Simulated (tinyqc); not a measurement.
# Exponent and activation energy from three stresses

Inverse problem. Oxide breakdown follows t63 = a V^(-n) exp(Ea q/(kB T)). Find n, Ea and the E-model slope gamma = n/E (cm/MV) at the higher voltage, E = V/tox.

Inputs (values chosen for the exercise): oxide thickness tox = 3.8 nm.

Constants: q = 1.602176634e-19 C, kB = 1.380649e-23 J/K. Results are converted to the units shown.

t63 at (3.4 V, 423 K), (4.86 V, 423 K) and (4.86 V, 448 K) (s): [1.0014978e6, 0.42041949, 0.15306376]

Solution. The two voltages give n and the two temperatures Ea.

n = 41.10
Ea = 0.6600 eV
gamma = 3.214 cm/MV

Computed by the program tinyqc: `OMP_NUM_THREADS=1 python tinyqc.py 2070111 2070112 out.jsonl`, one thread of a shared Intel Xeon 2.30GHz, about 0.01 s for the whole run.
